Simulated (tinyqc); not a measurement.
Small-signal admittance of a forward-biased p+-n diode: two steps of the calculation.

Holes injected into a neutral base of width wb with an ohmic contact at its end; low injection, p0 far above the equilibrium density. A small voltage v exp(i w t), w = 2 pi f, modulates the edge density by p0 v/Vt, and the small-signal density obeys Dp d2p/dx2 = (1/tau + i w) p.

Inputs (values chosen for the exercise); permittivity close to that of silicon: temperature T = 300 K; relative permittivity eps_r = 11.7; donor density of the base Nd = 6.9e15 cm^-3; hole diffusion coefficient Dp = 5 cm^2/s; hole lifetime tau = 4e-8 s; width of the neutral base wb = 8 um; excess hole density at the junction edge p0 = 2.6e14 cm^-3; acceptor density of the p+ side Na = 9e19 cm^-3; signal frequency f = 1.8e6 Hz.

Constants: q = 1.602176634e-19 C, kB = 1.380649e-23 J/K, Vt = kB T/q, eps0 = 8.8541878128e-14 F/cm where lengths are in cm. Results are converted to the units shown.

Question 1. Closed-form admittance. L = sqrt(Dp tau); direct current J = (q Dp p0/L) coth(wb/L); k = sqrt(1 + i w tau)/L; diffusion admittance Y = (q Dp p0/Vt) k coth(k wb) = G + i w C_diff; junction capacitance C_j = sqrt(q eps0 eps_r Nd/(2 Vr)) in the depletion approximation, with the remaining barrier Vr = Vt ln(Na/p0), a rough value under forward bias; base-width modulation is left out.

Find: L; J; k wb; Y; C_diff; C_j.

Answer 1.

L = 4.472 um
J = 0.4925 A/cm^2
k wb = 1.832+0.395i
Y = 19.26+3.43i S/cm^2
C_diff = 0.3029 uF/cm^2
C_j = 0.04167 uF/cm^2

G is 1.01 times its low-frequency value J/Vt, and C_diff is 7.27 times C_j.

Question 2. The same by finite differences. 8 equal intervals, h = wb/8; u = small-signal density over its edge value, u_0 = 1, u_8 = 0; u_(i-1) + b u_i + u_(i+1) = 0 with b = -2 - h^2 (1/tau + i w)/Dp; Y = (q Dp p0/(Vt h)) (-b/2 - u_1), which includes the half box at the edge.

Find: b; u; Y on the mesh.

Answer 2.

b = -2.050-0.023i
u, node 1 to 7: 0.7844-0.0322i  0.6088-0.0482i  0.4646-0.0528i  0.3450-0.0496i  0.2436-0.0411i  0.1554-0.0291i  0.0757-0.0150i
Y on the mesh = 19.38+3.50i S/cm^2

Program tinyqc, `OMP_NUM_THREADS=1 python tinyqc.py 2890144 2890145 out.jsonl`; Intel Xeon 2.30GHz, shared host, one thread, about 0.01 s.
